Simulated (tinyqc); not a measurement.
# Worked calculation: pillar capacitor in an array: capacitance, non-linearity, leakage and relaxation

Numbers from tinyqc (`OMP_NUM_THREADS=1 python tinyqc.py 2102042 2102043 out.jsonl`; about 0.01 s on one thread of a shared Intel Xeon 2.30GHz). Printed values are rounded.

A film between two metal electrodes, each interface adding a series capacitance ci. The small-signal permittivity is ek (1 + aq E^2); the field is found with the linear permittivity. Leakage J = J0 sinh(E/Ef). After a voltage step the film passes a relaxation current kr C V tt^(-nr), tt being the time in seconds. The sidewall is a coaxial capacitor with radii a = dm/2 and b = dm/2 + t, depth AR dm; the end face is left out.

Inputs (values chosen for the exercise); permittivity of the order of that of hafnium oxide: relative permittivity of the film ek = 19.4; film thickness t = 25 nm; capacitance of each electrode interface (dead layer and screening) ci = 270 uF/cm^2; quadratic field coefficient of the permittivity aq = 0.0087 cm^2/MV^2; bias V = 1.6 V; leakage prefactor J0 = 4.6e-11 A/cm^2; field for an e-fold rise of the leakage Ef = 0.37 MV/cm; diameter of the pillar dm = 220 nm; aspect ratio, depth over diameter AR = 70; pitch of the square array pt = 510 nm; resistivity of the inner electrode rho = 560 uohm cm.

Constants: eps0 = 8.8541878128e-14 F/cm where lengths are in cm. Results are converted to the units shown.

## Planar capacitance, field and non-linearity

Planar film: Cf = eps0 ek/t, 1/C = 1/Cf + 2/ci, EOT = 3.9 eps0/C, effective permittivity C t/eps0, E = (V/t) C/Cf; quadratic coefficient [C(V)/C - 1]/V^2 with Cf (1 + aq E^2) in C(V).

Cf = 0.6870850 uF/cm^2
C = 0.6836058 uF/cm^2
EOT = 5.051352 nm
effective permittivity = 19.30176
E = 0.6367592 MV/cm
quadratic coefficient = 1370.936 ppm/V^2
J = 1.244544e-10 A/cm^2

The interfaces take 0.506 % of the voltage.

## Cell capacitance, fields and time constant

Per length 1/c = ln(b/a)/(2 pi eps0 ek) + (1/a + 1/b)/(2 pi ci); cell capacitance c AR dm; per footprint over pt^2; fields c V/(2 pi eps0 ek r) at r = a and b; resistance of the inner electrode rho AR dm/(pi a^2); time constant R C/3 of the distributed line.

a = 110 nm
b = 135 nm
cell capacitance = 80.74447 fF
capacitance per footprint = 31.04363 uF/cm^2
field at a = 0.7066251 MV/cm
field at b = 0.5757686 MV/cm
R = 2.268681 kohm
R C/3 = 61.06116 ps

The array gives 45.4 times the planar capacitance per footprint; curvature makes the field at the inner electrode 1.11 times the planar value.
